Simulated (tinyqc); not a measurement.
Trap-assisted generation and recombination current of an abrupt junction: one step, computed by the program tinyqc. Command: `OMP_NUM_THREADS=1 python tinyqc.py 3004197 3004198 out.jsonl junctionleak walk`. One thread of a shared host (Intel(R) Xeon(R) Processor @ 2.30GHz), about 0.01 s of CPU time with the checks.

Depletion approximation, flat quasi-Fermi levels across the depleted layer, long neutral regions with minority lifetimes tau_n and tau_p, full ionisation and Boltzmann statistics. Voltages in exponents stand for e V.

Problem. Depleted layer under reverse bias. W = sqrt(2 eps eps_0 (V_bi - V)(1/N_A + 1/N_D)/e), x_p = W N_D/(N_A + N_D), x_n = W - x_p, peak field F_m = 2 (V_bi - V)/W; reverse bias means V = -V_r.

Inputs (values chosen for the exercise, for a model semiconductor): electron mass m_e = 0.0703 m_0; valleys M_c = 1; dielectric constant eps = 10.5; acceptor density N_A = 6.5e+16 cm^-3; donor density N_D = 1.9e+17 cm^-3; reverse bias V_r = 1.2 V; temperature T = 300 K.

Field enhancement: Hurkx tunnelling factor.

V_bi = 1.433593 V

Constants: eps_0 = 8.8541878128e-12 F/m; e = 1.602176634e-19 C.

Give: W; x_p; x_n; peak field F_m.

Solution.

W = 251.2 nm

x_p = 187.2 nm

x_n = 64.03 nm

peak field F_m = 2.097e+05 V/cm

Caution: one side is doped near or above its effective density of states, so Boltzmann statistics understate V_bi.
